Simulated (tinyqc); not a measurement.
# Schottky diode by thermionic emission with image-force lowering and series resistance: two studies

Metal on an n-type semiconductor with one parabolic valley; V > 0 is forward bias (metal positive). I = I0 [exp(Vj/(n Vt)) - 1] with Vj = V - I Rs; I0 = S A* T^2 exp(-(phi - dphi)/Vt), the lowering dphi taken at zero bias.

Parameters, values chosen for the exercise; band and dielectric values those of a made-up semiconductor:
```
symbol   value   unit                             meaning
T          200      K                         temperature
me       0.196     m0                       electron mass
eps_r     11.6                      relative permittivity
phi        0.5     eV  barrier height seen from the metal
Nd      5.3e15  cm^-3                       donor density
S       9.1e-5   cm^2                                area
n         1.14                            ideality factor
Rs          32    ohm                   series resistance
```

Constants: q = 1.602176634e-19 C, kB = 1.380649e-23 J/K, h = 6.62607015e-34 J s, m0 = 9.1093837015e-31 kg, Vt = kB T/q, eps0 = 8.8541878128e-14 F/cm where lengths are in cm. Results are converted to the units shown.

Each table varies one quantity; the others keep the values above.

## Effect of the doping on the lowering

A* = 4 pi q me m0 kB^2/h^3 (times 1e-4 for A/(cm^2 K^2)); Nc = 2 (2 pi me m0 kB T/h^2)^1.5 (times 1e-6 for cm^-3); xi = Vt ln(Nc/Nd), Vbi = phi - xi; surface field Em = sqrt(2 q Nd (Vbi - V - Vt)/(eps0 eps_r)); dphi = sqrt(q Em/(4 pi eps0 eps_r)). Here V = 0 in Em.

Effect of the doping on the lowering:
```
Nd (cm^-3)  Vbi (V)  Em (kV/cm)  dphi (meV)     I0 (A)
1.3e14       0.3429       3.634       6.717  3.184e-11
3.2e14       0.3584       5.836       8.511  3.533e-11
8e14         0.3742       9.439       10.82  4.041e-11
2e15         0.3900       15.25       13.76  4.791e-11
5e15         0.4058       24.62       17.48  5.946e-11
1.3e16       0.4222       40.53       22.43  7.924e-11
3.2e16       0.4377       64.79       28.36  1.118e-10
8e16         0.4535       104.4       35.99  1.740e-10
2e17         0.4693       168.0       45.66  3.050e-10
```

What does the comparison show?

dphi rises from 6.72 to 45.7 meV, as Nd^(0.26) (1/4 at fixed Vbi), and I0 grows by a factor of 9.58. Emission limits the current only if the drift velocity at the surface is well above A* T^2/(q Nc) = 4.96e6 cm/s; with a mobility of 1700 cm^2/(V s) it is less than three times that in 2 of the rows, where I0 is overstated.

## Current against voltage

Same model as above.

The apparent ideality is (dV/d ln I)/Vt.

Results:
```
V (V)       I (A)    Vj (V)  apparent ideality
0.05   7.0909e-10  0.050000             1.0505
0.12    2.7072e-8   0.12000             1.1375
0.18    5.7452e-7   0.17998             1.1409
0.25    1.9641e-5   0.24937             1.1765
0.32    3.8313e-4   0.30774             1.8514
0.38    0.0014437   0.33380             3.8205
0.45    0.0031518   0.34914             6.9920
0.58    0.0067469   0.36410             13.667
0.65    0.0087732   0.36926             17.429
```

Estimate the missing row, V = 0.52 V.

Computed row:
```
V (V)      I (A)   Vj (V)  apparent ideality
0.52   0.0050498  0.35841             10.516
```

With this row back in the table: I rises from 7.09e-10 to 0.00877 A, and the apparent ideality rises from 1.05 to 17.4, against n = 1.14. It starts below n because the -1 in the diode law still counts there. From V = 0.38 V on, I Rs exceeds n Vt and the resistance bends the curve. In 3 of the 10 rows Vj is within 3 Vt of Vbi or past it, where the depletion layer is gone and the emission formula overstates the current.

Numbers from tinyqc (`OMP_NUM_THREADS=1 python tinyqc.py 2640069 2640070 out.jsonl`; about 0.01 s on one thread of a shared Intel Xeon 2.30GHz).
